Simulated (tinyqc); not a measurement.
RHF in the sto-6g basis, for BeH2, spin multiplicity 1, step by step. One step of it, computed by the program tinyqc.

Task: Iteration 2: building the Fock matrix. J_ij = sum D_kl (ij|kl), K_ij = sum D_kl (ik|jl); F = H + J - 0.5 K; E = tr D H + tr D J / 2 - 0.25 tr D K + E_nn.

D after iteration 1, order 1Be 1s, 1Be 2s, 1Be 2px, 1Be 2py, 1Be 2pz, 2H 1s, 3H 1s:
$$\begin{pmatrix}
2.075553 & -0.251721 & 0.000000 & 0.000000 & 0.000000 & -0.153824 & -0.153824 \\
-0.251721 & 0.890370 & 0.000000 & 0.000000 & 0.000000 & 0.454449 & 0.454449 \\
0.000000 & 0.000000 & 0.000000 & 0.000000 & 0.000000 & 0.000000 & 0.000000 \\
0.000000 & 0.000000 & 0.000000 & 0.299297 & 0.000000 & 0.385142 & -0.385142 \\
0.000000 & 0.000000 & 0.000000 & 0.000000 & 0.000000 & 0.000000 & 0.000000 \\
-0.153824 & 0.454449 & 0.000000 & 0.385142 & 0.000000 & 0.727882 & -0.263336 \\
-0.153824 & 0.454449 & 0.000000 & -0.385142 & 0.000000 & -0.263336 & 0.727882
\end{pmatrix}$$

core Hamiltonian H = T + V (hartree), order 1Be 1s, 1Be 2s, 1Be 2px, 1Be 2py, 1Be 2pz, 2H 1s, 3H 1s:
$$\begin{pmatrix}
-8.648330 & -2.037032 & 0.000000 & 0.000000 & 0.000000 & -0.401615 & -0.401615 \\
-2.037032 & -2.753785 & 0.000000 & 0.000000 & 0.000000 & -1.050525 & -1.050525 \\
0.000000 & 0.000000 & -2.247509 & 0.000000 & 0.000000 & 0.000000 & 0.000000 \\
0.000000 & 0.000000 & 0.000000 & -2.442633 & 0.000000 & -1.146299 & 1.146299 \\
0.000000 & 0.000000 & 0.000000 & 0.000000 & -2.247509 & 0.000000 & 0.000000 \\
-0.401615 & -1.050525 & 0.000000 & -1.146299 & 0.000000 & -2.045743 & -0.071770 \\
-0.401615 & -1.050525 & 0.000000 & 1.146299 & 0.000000 & -0.071770 & -2.045743
\end{pmatrix}$$

Two-electron integrals (ij|kl) in chemists' order, unique and non-zero (hartree):
```
(11|11) 2.299996    (21|11) 0.361879    (21|21) 0.071926    (22|11) 0.570332
(22|21) 0.139654    (22|22) 0.417773    (31|31) 0.015252    (32|31) 0.022555
(32|32) 0.092340    (33|11) 0.570332    (33|21) 0.139654    (33|22) 0.417773
(33|33) 0.450117    (41|41) 0.015252    (42|41) 0.022555    (42|42) 0.092340
(43|43) 0.024258    (44|11) 0.570332    (44|21) 0.139654    (44|22) 0.417773
(44|33) 0.401601    (44|44) 0.450117    (51|51) 0.015252    (52|51) 0.022555
(52|52) 0.092340    (53|53) 0.024258    (54|54) 0.024258    (55|11) 0.570332
(55|21) 0.139654    (55|22) 0.417773    (55|33) 0.401601    (55|44) 0.401601
(55|55) 0.450117    (61|11) 0.072419    (61|21) 0.013986    (61|22) 0.027080
(61|33) 0.026856    (61|41) 0.001386    (61|42) 0.002699    (61|44) 0.027527
(61|55) 0.026856    (61|61) 0.002877    (62|11) 0.181539    (62|21) 0.045203
(62|22) 0.148105    (62|33) 0.142434    (62|41) 0.006292    (62|42) 0.037654
(62|44) 0.159447    (62|55) 0.142434    (62|61) 0.009741    (62|62) 0.079565
(63|31) 0.004257    (63|32) 0.019620    (63|43) 0.006451    (63|63) 0.007091
(64|11) 0.197893    (64|21) 0.049880    (64|22) 0.170672    (64|33) 0.160651
(64|41) 0.010143    (64|42) 0.058606    (64|44) 0.190712    (64|55) 0.160651
(64|61) 0.011258    (64|62) 0.104146    (64|64) 0.140418    (65|51) 0.004257
(65|52) 0.019620    (65|54) 0.006451    (65|65) 0.007091    (66|11) 0.349510
(66|21) 0.088761    (66|22) 0.325191    (66|33) 0.301879    (66|41) 0.014216
(66|42) 0.110304    (66|44) 0.371816    (66|55) 0.301879    (66|61) 0.019744
(66|62) 0.224082    (66|64) 0.310849    (66|66) 0.774999    (71|11) 0.072419
(71|21) 0.013986    (71|22) 0.027080    (71|33) 0.026856    (71|41) -0.001386
(71|42) -0.002699   (71|44) 0.027527    (71|55) 0.026856    (71|61) 0.002603
(71|62) 0.008054    (71|64) 0.008560    (71|66) 0.015630    (71|71) 0.002877
(72|11) 0.181539    (72|21) 0.045203    (72|22) 0.148105    (72|33) 0.142434
(72|41) -0.006292   (72|42) -0.037654   (72|44) 0.159447    (72|55) 0.142434
(72|61) 0.008054    (72|62) 0.040528    (72|64) 0.042757    (72|66) 0.083837
(72|71) 0.009741    (72|72) 0.079565    (73|31) 0.004257    (73|32) 0.019620
(73|43) -0.006451   (73|63) 0.002813    (73|73) 0.007091    (74|11) -0.197893
(74|21) -0.049880   (74|22) -0.170672   (74|33) -0.160651   (74|41) 0.010143
(74|42) 0.058606    (74|44) -0.190712   (74|55) -0.160651   (74|61) -0.008560
(74|62) -0.042757   (74|64) -0.043586   (74|66) -0.087487   (74|71) -0.011258
(74|72) -0.104146   (74|74) 0.140418    (75|51) 0.004257    (75|52) 0.019620
(75|54) -0.006451   (75|65) 0.002813    (75|75) 0.007091    (76|11) 0.012022
(76|21) 0.002915    (76|22) 0.008751    (76|33) 0.008578    (76|44) 0.009097
(76|55) 0.008578    (76|61) 0.000569    (76|62) 0.003282    (76|64) 0.003887
(76|66) 0.007694    (76|71) 0.000569    (76|72) 0.003282    (76|74) -0.003887
(76|76) 0.000188    (77|11) 0.349510    (77|21) 0.088761    (77|22) 0.325191
(77|33) 0.301879    (77|41) -0.014216   (77|42) -0.110304   (77|44) 0.371816
(77|55) 0.301879    (77|61) 0.015630    (77|62) 0.083837    (77|64) 0.087487
(77|66) 0.175559    (77|71) 0.019744    (77|72) 0.224082    (77|74) -0.310849
(77|76) 0.007694    (77|77) 0.774999
```

nuclear repulsion = 2.98474207 hartree

Give: Coulomb J; exchange K; Fock matrix F; total energy of this density.

Result:

Coulomb J (hartree), order 1Be 1s, 1Be 2s, 1Be 2px, 1Be 2py, 1Be 2pz, 2H 1s, 3H 1s:
$$\begin{pmatrix}
6.3629 & 1.1591 & 0.0000 & 0.0000 & 0.0000 & 0.2308 & 0.2308 \\
1.1591 & 2.5947 & 0.0000 & 0.0000 & 0.0000 & 0.9729 & 0.9729 \\
0.0000 & 0.0000 & 2.5305 & 0.0000 & 0.0000 & 0.0000 & 0.0000 \\
0.0000 & 0.0000 & 0.0000 & 2.7233 & 0.0000 & 1.1517 & -1.1517 \\
0.0000 & 0.0000 & 0.0000 & 0.0000 & 2.5305 & 0.0000 & 0.0000 \\
0.2308 & 0.9729 & 0.0000 & 1.1517 & 0.0000 & 2.3452 & 0.0567 \\
0.2308 & 0.9729 & 0.0000 & -1.1517 & 0.0000 & 0.0567 & 2.3452
\end{pmatrix}$$

exchange K (hartree), order 1Be 1s, 1Be 2s, 1Be 2px, 1Be 2py, 1Be 2pz, 2H 1s, 3H 1s:
$$\begin{pmatrix}
4.6460 & 0.7429 & 0.0000 & 0.0000 & 0.0000 & 0.1547 & 0.1547 \\
0.7429 & 0.8725 & 0.0000 & 0.0000 & 0.0000 & 0.5584 & 0.5584 \\
0.0000 & 0.0000 & 0.1616 & 0.0000 & 0.0000 & 0.0000 & 0.0000 \\
0.0000 & 0.0000 & 0.0000 & 0.8587 & 0.0000 & 0.6227 & -0.6227 \\
0.0000 & 0.0000 & 0.0000 & 0.0000 & 0.1616 & 0.0000 & 0.0000 \\
0.1547 & 0.5584 & 0.0000 & 0.6227 & 0.0000 & 1.1110 & -0.0009 \\
0.1547 & 0.5584 & 0.0000 & -0.6227 & 0.0000 & -0.0009 & 1.1110
\end{pmatrix}$$

Fock matrix F (hartree), order 1Be 1s, 1Be 2s, 1Be 2px, 1Be 2py, 1Be 2pz, 2H 1s, 3H 1s:
$$\begin{pmatrix}
-4.6085 & -1.2494 & 0.0000 & 0.0000 & 0.0000 & -0.2481 & -0.2481 \\
-1.2494 & -0.5953 & 0.0000 & 0.0000 & 0.0000 & -0.3569 & -0.3569 \\
0.0000 & 0.0000 & 0.2021 & 0.0000 & 0.0000 & 0.0000 & 0.0000 \\
0.0000 & 0.0000 & 0.0000 & -0.1487 & 0.0000 & -0.3059 & 0.3059 \\
0.0000 & 0.0000 & 0.0000 & 0.0000 & 0.2021 & 0.0000 & 0.0000 \\
-0.2481 & -0.3569 & 0.0000 & -0.3059 & 0.0000 & -0.2560 & -0.0146 \\
-0.2481 & -0.3569 & 0.0000 & 0.3059 & 0.0000 & -0.0146 & -0.2560
\end{pmatrix}$$

total energy of this density = -15.674880 hartree
